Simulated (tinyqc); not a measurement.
Single-oscillator infrared dielectric function of a polar cubic crystal: one step, computed by the program tinyqc.

One ion pair, charges +Z* and -Z*, in a cell of volume Omega = a^3/4. Frequencies omega are given as wavenumbers (1/cm); eps_s is the static dielectric constant.

Question. LO frequency and static constant from the Born charge. mu = M_A M_B/(M_A + M_B); ionic plasma term W^2 = 4 pi Z*^2 (e^2/(4 pi eps_0))/(Omega mu) in eV/(angstrom^2 u), turned into 1/cm by W = 15.6333042 x 33.35640952 x sqrt(W^2); omega_LO^2 = omega_TO^2 + W^2/eps_inf; eps_s = eps_inf + W^2/omega_TO^2; Szigeti charge 3 Z*/(eps_inf + 2); longitudinal (Callen) charge Z*/eps_inf.

Inputs (values chosen for the exercise, modelled on aluminium arsenide): lattice constant a = 5.661 angstrom; mass M_A = 26.98 u; mass M_B = 74.92 u; omega_TO = 358 1/cm; Born charge Z* = 2.13 e; eps_inf = 8.06.

Structure: zinc blende. Free carriers: absent.

Constants: nu for 1 eV/(angstrom^2 u) = 15.6333042 THz; 1 THz = 33.35640952 1/cm; e^2/(4 pi eps_0) = 14.39964548 eV angstrom.

Give: reduced mass mu; W; omega_LO; eps_s; Szigeti charge; Callen charge.

Answer.

reduced mass mu = 19.84 u

W = 498.1 1/cm

omega_LO = 398.7 1/cm

eps_s = 9.996

Szigeti charge = 0.6352 e

Callen charge = 0.2643 e

omega_LO/omega_TO = 1.114; the ions supply 19 % of eps_s.
